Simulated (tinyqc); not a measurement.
Plain band against climbing image: nudged elastic band on a two-dimensional model surface. Computed by tinyqc, a small Python program. Command: `OMP_NUM_THREADS=1 python tinyqc.py 3013893 3013894 out.jsonl neb walk`. One thread of a shared host (Intel(R) Xeon(R) Processor @ 2.30GHz), about 0.08 s of CPU time with the checks.

V(x, y) = -A (cos kx + cos ky) - B cos kx cos ky + (C sin ky + S sin kx)(1 - cos kx), k = 2 pi/a; the atom hops from the minimum at (0, 0) to that at (a, 0).

Inputs (values chosen for the exercise, for a model surface):

| quantity | value | unit |
|---|---|---|
| amplitude A | 0.24 | eV |
| amplitude B | -0.042 | eV |
| skew C | 0.032 | eV |
| asymmetry S | 0.021 | eV |
| period a | 3.2 | angstrom |
| spring constant k_s | 0.3 | eV/angstrom^2 |
| step factor eta | 0.59 | angstrom^2/eV |

Surface: adatom on a square lattice. Climbing image: on.

Method:
- Newton steps x(new) = x - H^-1 grad V (moves limited to 0.3 angstrom) from (0, 0), (a, 0) and (a/2, 0) give the two minima and the saddle.
- Tangent at image i: towards the higher neighbour if the energies rise or fall through i; at a maximum or minimum, tau = t+ dmax + t- dmin if V(i+1) > V(i-1), else t+ dmin + t- dmax, with t+ = R(i+1) - R(i), t- = R(i) - R(i-1) and dmax, dmin the larger and smaller of |V(i+1) - V(i)| and |V(i-1) - V(i)|; then normalise. Force F = -grad V + (grad V.tau) tau + k_s (|t+| - |t-|) tau.
- With a climbing image, the highest image feels instead F = -grad V + 2 (grad V.tau) tau and no spring.
- Update R(new) = R + eta F; the end points stay fixed.
- Images are counted without the end points, and convergence is judged on the largest force on an image. Each run starts on the straight line with the same k_s and eta, for at most 1500 iterations; errors are against the Newton saddle; a dash marks a run that did not reach 1e-4 eV/angstrom.

positions (angstrom):
```
              x         y
start   0.00000   0.00000
end     3.20000   0.00000
saddle  1.49380  -0.11282
```

energies (eV): start -0.438000, end -0.438000, saddle -0.044729

barrier from the start = 0.393271 eV

Error of the highest image (meV) and iterations:

| images | plain, error | plain, iterations | climbing, error | climbing, iterations |
|---|---|---|---|---|
| 2 | -73.855 | 9 | 0 | 21 |
| 3 | -4.436 | 9 | 0 | 18 |
| 4 | -19.002 | 9 | 0 | 33 |
| 5 | -4.434 | 9 | 0 | 30 |
| 6 | -6.236 | 10 | 0 | 48 |
| 8 | -2.139 | 11 | 0 | 59 |
| 10 | -0.649 | 13 | 0 | 64 |

The plain band underestimates the barrier by 0.65 to 73.86 meV, depending on how near an image falls to the saddle (worst for 2 images, best for 10). The climbing image is within about 0.001 meV in every converged run, so few images suffice for the barrier.

Extremes, crossings and ranges named in words are read from the listed rows.
